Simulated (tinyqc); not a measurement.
The mass ratio: thresholds of impact ionisation and Auger recombination from band masses.

Values chosen for the exercise (out of a larger set: near those of InAs, gap at low temperature and not tied to T; not measured data): Eg = 0.409 eV (gap at Gamma to the s-like level).

mu = me/mh is varied; thresholds in units of Eg for ionisation started by an electron, (1 + 2 mu)/(1 + mu), and by a heavy hole, (2 + mu)/(1 + mu).

Results:

| mu | electron (Eg) | hole (Eg) | electron (eV) | hole (eV) |
|---|---|---|---|---|
| 0.058 | 1.0548 | 1.9452 | 0.431 | 0.796 |
| 0.290 | 1.2248 | 1.7752 | 0.501 | 0.726 |
| 0.600 | 1.3750 | 1.6250 | 0.562 | 0.665 |
| 0.630 | 1.3865 | 1.6135 | 0.567 | 0.660 |
| 1.000 | 1.5000 | 1.5000 | 0.614 | 0.614 |
| 1.200 | 1.5455 | 1.4545 | 0.632 | 0.595 |

Give the missing row, mu = 0.990.

Computed row:
```
mu     electron (Eg)  hole (Eg)  electron (eV)  hole (eV)
0.990         1.4975     1.5025          0.612      0.615
```

The two thresholds add up to 3 Eg in every row and are equal, 3/2 Eg, at mu = 1. The lighter carrier has the lower threshold; in the first row the two differ by 0.364 eV, which would favour one carrier in avalanche multiplication. Real ionisation rates depend on the whole band structure and can be nearly equal although the edge masses differ.

(tinyqc, `OMP_NUM_THREADS=1 python tinyqc.py 1850951 1850952 out.jsonl`, Intel(R) Xeon(R) Processor @ 2.30GHz, 1 thread, shared host, about 0.01 s.)
